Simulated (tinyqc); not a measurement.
Comparisons within one model: Kane-Mele model of a buckled honeycomb layer in a normal field. A value that a table varies takes the place of the one given here.

Sublattices A and B lie at +/-b, so the field gives them the energies +/-D, D = e b Ez (in eV for b in angstrom and Ez in V/angstrom); 2 lam is the gap at zero field. Near the valleys tau = +/-1, for spin sz = +/-1: H = hbar v (tau qx sx + qy sy) + m sz_AB with m = D - tau sz lam, hbar v = (sqrt3/2) a t. On the lattice the spin-orbit term is the second-neighbour hopping i (lam/3 sqrt3) nu sz, nu = +/-1 by the sense of the turn. The filled band of one cone contributes tau sign(m)/2 to the Chern number, in the sense Omega = curl of i<u|grad u>. Rashba terms are left out.

Zigzag ribbon of N chains, sites A1, B1, A2, ...; k in 1/a. Bonds -2t cos(k/2) (A_n to B_n) and -t (B_n to A_(n+1)); diagonal +/-(D + 2 l2 sz sin k) on A and B; A_n to A_(n+1): -2 l2 sz sin(k/2), B_n to B_(n+1): the opposite; l2 = lam/(3 sqrt3).

Constants: kB = 8.617333262e-05 eV/K; hbar^2/2m0 = 3.80998211 eV angstrom^2.

Values chosen for the exercise: a = 2.97 angstrom (lattice constant); t = 0.92 eV (hopping); lam = 0.13 eV (spin-orbit half gap); b = 0.32 angstrom (half the buckling height); Ez = 0.15 V/angstrom (normal field at the atoms, after screening; 0.01 is 1 MV/cm, and gates reach some 0.05); N = 12 (chains).

## Edge bands of a zigzag ribbon

The two middle levels for each spin, and the weight of the upper one on the half of the ribbon that holds A1.

Middle levels (meV):
```
k/pi  up, lower  up, upper  up, weight  down, lower  down, upper  down, weight
0.6    -298.377    298.377        0.63     -255.336      255.336          0.43
0.7    -177.315    177.315        0.87      -94.170       94.170          0.21
0.8    -135.516    135.516        1.00      -40.050       40.050          0.00
0.9     -93.847     93.847        1.00       -1.604        1.604          1.00
1.0     -47.719     47.719        1.00      -47.719       47.719          1.00
1.1      -1.604      1.604        1.00      -93.847       93.847          1.00
1.2     -40.050     40.050        0.00     -135.516      135.516          1.00
1.3     -94.170     94.170        0.21     -177.315      177.315          0.87
1.4    -255.336    255.336        0.43     -298.377      298.377          0.63
```

For spin up the upper level changes from one edge to the other between k/pi = 1.1 and 1.2: the two edge bands cross there and each joins valence to conduction band. Spin down mirrors this about k = pi, so each edge carries a counter-moving pair. At k = pi the levels are -47.719 and 47.719 meV, with D = 48.000 meV and lam = 130 meV.

## Closing and reopening the gap

Ez = f lam/b. Gap 2 |D - lam|, second gap 2 (D + lam), Z2 index, and the temperature at which kB T equals the gap.

Against field:
```
f     Ez (V/angstrom)  gap (meV)  second gap (meV)  Z2  gap/kB (K)
0.00                0    260.000           260.000   1      3017.2
0.25            0.102    195.000           325.000   1      2262.9
0.50            0.203    130.000           390.000   1      1508.6
0.75            0.305     65.000           455.000   1       754.3
0.90            0.366     26.000           494.000   1       301.7
1.10            0.447     26.000           546.000   0       301.7
1.50            0.609    130.000           650.000   0      1508.6
2.00            0.812    260.000           780.000   0      3017.2
3.00             1.22    520.000          1040.000   0      6034.3
```

The gap closes at Ez = 0.4062 V/angstrom, 40.6 MV/cm at the atoms (the applied field must be larger by the screening), and is back at its zero-field size at twice that. At zero field it is 260.0 meV, above kB T at 300 K (25.9 meV).

## What each parameter does

Smaller and larger gap, hbar v, and the mass 2c|m|/(hbar v)^2 at the smaller gap, c = hbar^2/2m0. Each row changes one parameter from the base and keeps the others.

Results:
```
case                   smaller gap (meV)  larger gap (meV)  hbar v (eV angstrom)  mass (m0)
base                             164.000           356.000                2.3663    0.11159
a = 3.267 angstrom               164.000           356.000                2.6030    0.09222
t = 1.012 eV                     164.000           356.000                2.6030    0.09222
lam = 0.143 eV                   190.000           382.000                2.3663    0.12928
Ez = 0.165 V/angstrom            154.400           365.600                2.3663    0.10506
```

The largest shifts from the base row, up to three for each result and ties (the steps differ in size, so this ranks the rows, not the parameters). smaller gap (meV): lam +26.000, Ez -9.600; unchanged at the printed digits by a and t. larger gap (meV): lam +26.000, Ez +9.600; unchanged at the printed digits by a and t. hbar v (eV angstrom): t +0.2366, a +0.2366; unchanged at the printed digits by lam and Ez. mass (m0): t -0.01937, a -0.01937, lam +0.01769.

(tinyqc, `OMP_NUM_THREADS=1 python tinyqc.py 1452171 1452172 out.jsonl`, Intel(R) Xeon(R) Processor @ 2.30GHz, 1 thread, shared host, about 0.01 s.)
